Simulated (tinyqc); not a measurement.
Worked calculation: UKS/exchange-only LDA in the sto-6g basis, for BeH, spin multiplicity 2. One step of it, computed by the program tinyqc.

Task: Orthogonalisation. S = U s U^T; symmetric (Loewdin) form X = U s^(-1/2) U^T, so that X^T S X = 1.

overlap S:
```
           1Be 1s    1Be 2s   1Be 2px   1Be 2py   1Be 2pz     2H 1s
1Be 1s   1.000000  0.254764  0.000000  0.000000  0.000000  0.010327
1Be 2s   0.254764  1.000000  0.000000  0.000000  0.000000  0.184602
1Be 2px  0.000000  0.000000  1.000000  0.000000  0.000000  0.000000
1Be 2py  0.000000  0.000000  0.000000  1.000000  0.000000  0.000000
1Be 2pz  0.000000  0.000000  0.000000  0.000000  1.000000  0.252236
2H 1s    0.010327  0.184602  0.000000  0.000000  0.252236  1.000000
```

Give: eigenvalues of S; X.

Result:

eigenvalues of S: 0.643  0.818  1.000  1.000  1.173  1.367

X:
```
         1Be 1s  1Be 2s  1Be 2px  1Be 2py  1Be 2pz   2H 1s
1Be 1s    1.026  -0.135    0.000    0.000   -0.003   0.014
1Be 2s   -0.135   1.040    0.000    0.000    0.020  -0.102
1Be 2px   0.000   0.000    1.000    0.000    0.000   0.000
1Be 2py   0.000   0.000    0.000    1.000    0.000   0.000
1Be 2pz  -0.003   0.020    0.000    0.000    1.026  -0.135
2H 1s     0.014  -0.102    0.000    0.000   -0.135   1.040
```
